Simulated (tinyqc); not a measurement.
A spin-degenerate level with charging energy between two leads, rate equations: two steps of the calculation.

States 0, up, down and 2 with energies 0, e1 - Ez/2, e1 + Ez/2 and 2 e1 + U. mu_L = +V/2, mu_R = -V/2 (meV), f(x) = 1/(1 + exp(x/kB T)). A transition that adds one electron of given spin at the energy E has the rate G f(E - mu) from each lead, and its reverse G [1 - f(E - mu)]. I counts electrons leaving the left lead, times q.

Values chosen for this exercise: charging energy of the second electron U = 5.6 meV; level e1 = -4.38 meV; tunnel rate to the left lead GL = 2.4 1/ns; tunnel rate to the right lead GR = 1.4 1/ns; temperature T = 1.4 K; bias V = 12 mV; Zeeman splitting Ez = 0 meV.

Constants: q = 1.602176634e-19 C, kB = 1.380649e-23 J/K, Vt = kB T/q. Results are converted to the units shown.

Question 1. Transition energies and Fermi factors. Transition energies: 0-up e1 - Ez/2, 0-down e1 + Ez/2, up-2 e1 + U + Ez/2, down-2 e1 + U - Ez/2.

Find: E; fL; fR.

Answer 1.

```
transition  E (meV)     fL  fR (1e-6)
0-up         -4.380  1.000      1.473
0-down       -4.380  1.000      1.473
up-2          1.220  1.000      0.000
down-2        1.220  1.000      0.000
```

Question 2. Rate matrix. dp/dt = W p; W_ji is the rate from state i to j, and each column sums to zero.

```
transition         fL  fR (1e-6)
0-up        1.0000000  1.4731807
0-down      1.0000000  1.4731807
up-2        1.0000000  0.0000000
down-2      1.0000000  0.0000000
```

Give: W.

Answer 2.

W (1/ns):
```
           0      up    down       2
0     -4.800   1.400   1.400   0.000
up     2.400  -3.800   0.000   1.400
down   2.400   0.000  -3.800   1.400
2      0.000   2.400   2.400  -2.800
```

Range of the model: Rate equations need hbar G well below kB T; cotunnelling and the Kondo effect are left out.

Numbers from tinyqc (`OMP_NUM_THREADS=1 python tinyqc.py 2780107 2780108 out.jsonl`; about 0.01 s on one thread of a shared Intel Xeon 2.30GHz).
